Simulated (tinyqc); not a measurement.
Carrier statistics of a doped semiconductor with parabolic bands, step by step. Values are carried at full precision from step to step, so a last printed digit may differ when a step is redone from the rounded ones.

Constants: kB = 8.617333262e-05 eV/K; hbar^2/2m0 = 3.80998211 eV angstrom^2.

Values chosen for the exercise (near those of Si; not measured data): Eg0 = 1.171 eV (gap at 0 K); al = 0.000473 eV/K (Varshni alpha); be = 637 K (Varshni beta); T = 77 K; ml = 0.909 m0 (longitudinal electron mass); mt = 0.19 m0 (transverse electron mass); Mv = 6 (equivalent valleys); mhh = 0.541 m0 (heavy-hole mass); mlh = 0.152 m0 (light-hole mass); ND = 1.5e+14 1/cm^3 (donors); NA = 4.6e+13 1/cm^3 (acceptors); ED = 0.0446 eV (donor level below Ec); EA = 0.0449 eV (acceptor level above Ev).

## Gap and thermal energy

Eg(T) = Eg0 - al T^2/(T + be) (Varshni).

Eg = 1.16707 eV
kT = 0.006635 eV

The gap has shrunk by 3.9 meV from 0 K and is 175.9 kT wide.

## Effective densities of states

m_de = Mv^(2/3) (ml mt^2)^(1/3); m_dh = (mhh^(3/2) + mlh^(3/2))^(2/3); N = 2 (m kB T/(4 pi c))^(3/2) with c = hbar^2/2m0, in 1/angstrom^3; times 1e24 for 1/cm^3.

m_de = 1.0571 m0
m_dh = 0.5935 m0
Nc = 3.5466e+18 1/cm^3
Nv = 1.4918e+18 1/cm^3

The light holes supply 13.0 % of Nv, and Nc/Nv = 2.38.

## Intrinsic density and level

With Boltzmann statistics ni = sqrt(Nc Nv) exp(-Eg/2kT) and Ei = Eg/2 + (kT/2) ln(Nv/Nc), counted from Ev.

ni = 1.47e-20 1/cm^3
Ei = 0.5807 eV

Ei lies 2.9 meV below midgap, towards the band with the smaller density of states.

## Neutrality by bisection

Energies are counted from Ev, so Ec = Eg. n = Nc F_1/2((EF - Eg)/kT), p = Nv F_1/2(-EF/kT), ND+ = ND/(1 + 2 exp((EF - Eg + ED)/kT)), NA- = NA/(1 + 4 exp((EA - EF)/kT)); neutrality asks p + ND+ = n + NA-. F_j(eta) = (1/Gamma(j + 1)) integral_0^infinity x^j dx/(1 + exp(x - eta)), which tends to exp(eta) for eta << 0.

Start from the bracket [-0.2 eV, Eg + 0.2 eV]; at the midpoint EF take the sign of p + ND+ - n - NA-; where it is positive EF must rise. Fourteen steps are shown.

Bisection (eV, 1/cm^3):
```
step       low     high       EF         n         p       ND+       NA-  sign
1     -0.20000  1.36707  0.58354  2.27e-20  9.56e-21  1.50e+14  4.60e+13     +
2      0.58354  1.36707  0.97530  9.96e+05  2.18e-46  1.50e+14  4.60e+13     +
3      0.97530  1.36707  1.17119  4.32e+18  3.29e-59  4.86e+10  4.60e+13     -
4      0.97530  1.17119  1.07325  2.56e+12  8.47e-53  1.50e+14  4.60e+13     +
5      1.07325  1.17119  1.12222  4.11e+15  5.28e-56  5.13e+13  4.60e+13     -
6      1.07325  1.12222  1.09773  1.03e+14  2.12e-54  1.43e+14  4.60e+13     -
7      1.07325  1.09773  1.08549  1.62e+13  1.34e-53  1.49e+14  4.60e+13     +
8      1.08549  1.09773  1.09161  4.08e+13  5.32e-54  1.47e+14  4.60e+13     +
9      1.09161  1.09773  1.09467  6.47e+13  3.35e-54  1.46e+14  4.60e+13     +
10     1.09467  1.09773  1.09620  8.15e+13  2.66e-54  1.44e+14  4.60e+13     +
11     1.09620  1.09773  1.09697  9.15e+13  2.37e-54  1.44e+14  4.60e+13     +
12     1.09697  1.09773  1.09735  9.69e+13  2.24e-54  1.43e+14  4.60e+13     +
13     1.09735  1.09773  1.09754  9.97e+13  2.18e-54  1.43e+14  4.60e+13     -
14     1.09735  1.09754  1.09744  9.83e+13  2.21e-54  1.43e+14  4.60e+13     -
```

Each step halves the bracket, which is 0.191 meV wide at the last row.

## The neutral state

Solve the neutrality condition for EF to convergence.

EF = 1.0974 eV
n = 9.75e+13 1/cm^3
p = 2.23e-54 1/cm^3
ND+ = 1.43e+14 1/cm^3
NA- = 4.60e+13 1/cm^3

The material is n-type; 95.6 % of the donors are ionised. EF lies 10.50 kT inside the gap from the conduction edge, so Boltzmann statistics would serve; n p/(Nc Nv exp(-Eg/kT)) = 1.000.

## Checks

- F_1/2(1) by the trapezoid rule against adaptive quadrature: both 1.575641.
- Positive against negative charge at the solution (1/cm^3): both 1.43455e+14.

Computed by tinyqc, a small Python program: `OMP_NUM_THREADS=1 python tinyqc.py 1681743 1681744 out.jsonl` (the numbers bound the seed that draws the inputs); one thread of a shared host (Intel(R) Xeon(R) Processor @ 2.30GHz), about 0.01 s for the whole set of steps.
